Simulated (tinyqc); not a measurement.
# Ferroelectric switching, Landau-Khalatnikov equation: what changes with what

One domain: rho dP/dt = E - (2 al P + 4 be P^3), with al = -3 sqrt(3) Ec/(4 Pr), be = 3 sqrt(3) Ec/(8 Pr^3), so that the static loop has remanence Pr and coercive field Ec. With P in uC/cm^2, E in kV/cm, rho in ohm m and t in ns, dP/dt = [E - 2 al P - 4 be P^3]/(100 rho).

Values chosen for this exercise; remanent polarisation and coercive field close to those of lead zirconate titanate films: remanent polarisation Pr = 30 uC/cm^2; static coercive field Ec = 75 kV/cm; viscosity of the polarisation rho = 0.51 ohm m; field amplitude Em = 170 kV/cm.

Each table varies one quantity; the others keep the values above.

## Switching time against field

In the constant field E = Em the time to go from -Pr to 0 is the integral of dP/(dP/dt); tau = 100 rho/(-4 al). Near Ec the bottleneck estimate is pi 100 rho/sqrt(c (Em - Ec)) with c = 12 be Pr/sqrt(3); for large fields the time tends to 100 rho Pr/Em.

Results:

| Em (kV/cm) | Em/Ec | time (ns) | time/tau | bottleneck estimate (ns) | large-field limit (ns) |
|---|---|---|---|---|---|
| 76.6 | 1.021 | 190.3 | 48.47 | 206.8 | 19.97 |
| 78.2 | 1.043 | 129.6 | 33.01 | 146.3 | 19.57 |
| 81.6 | 1.088 | 85.17 | 21.69 | 101.8 | 18.75 |
| 88.7 | 1.183 | 54.17 | 13.80 | 70.69 | 17.25 |
| 133 | 1.773 | 19.44 | 4.952 | 34.36 | 11.50 |
| 194 | 2.587 | 10.78 | 2.745 | 23.98 | 7.887 |
| 321 | 4.280 | 5.657 | 1.441 | 16.68 | 4.766 |
| 582 | 7.760 | 2.874 | 0.7321 | 11.62 | 2.629 |

Estimate the missing row, Em = 103 kV/cm.

Computed row:

| Em (kV/cm) | Em/Ec | time (ns) | time/tau | bottleneck estimate (ns) | large-field limit (ns) |
|---|---|---|---|---|---|
| 103 | 1.373 | 33.44 | 8.518 | 49.45 | 14.85 |

With this row back in the table: The switching time falls from 190 to 2.87 ns. Against Em - Ec it goes with exponent -0.55 between the first two rows (-1/2 at a saddle-node bottleneck) and -0.94 between the last two. The bottleneck estimate is 8.7 % above the time in the first row, the large-field limit 8.5 % below it in the last.

## Coercive field against sweep rate

The field rises as E = 4 Em t/Tp (the first quarter of a triangular wave of period Tp) from P = -Pr; the dynamic coercive field Ed is E when P crosses zero.

Results:

| Tp (ns) | dE/dt (kV/(cm ns)) | Ed (kV/cm) | Ed/Ec - 1 |
|---|---|---|---|
| 150 | 4.533 | 168.7 | 1.250 |
| 370 | 1.838 | 130.0 | 0.7336 |
| 2100 | 0.3238 | 94.07 | 0.2543 |
| 5000 | 0.1360 | 86.04 | 0.1473 |
| 12000 | 0.05667 | 81.30 | 0.08406 |
| 28000 | 0.02429 | 78.64 | 0.04853 |
| 68000 | 0.01000 | 77.04 | 0.02715 |
| 1.6e5 | 0.004250 | 76.16 | 0.01546 |

Estimate the missing row, Tp = 880 ns.

Computed row:

| Tp (ns) | dE/dt (kV/(cm ns)) | Ed (kV/cm) | Ed/Ec - 1 |
|---|---|---|---|
| 880 | 0.7727 | 107.6 | 0.4349 |

With this row back in the table: As the period grows, Ed falls from 169 to 76.2 kV/cm, towards the static Ec = 75 kV/cm. The excess Ed/Ec - 1 goes as Tp^(-0.59) between the first two rows and as Tp^(-0.66) between the last two; slow passage through a saddle-node point gives -2/3.

Numbers from tinyqc (`OMP_NUM_THREADS=1 python tinyqc.py 2860009 2860010 out.jsonl`; about 0.1 s on one thread of a shared Intel Xeon 2.30GHz).
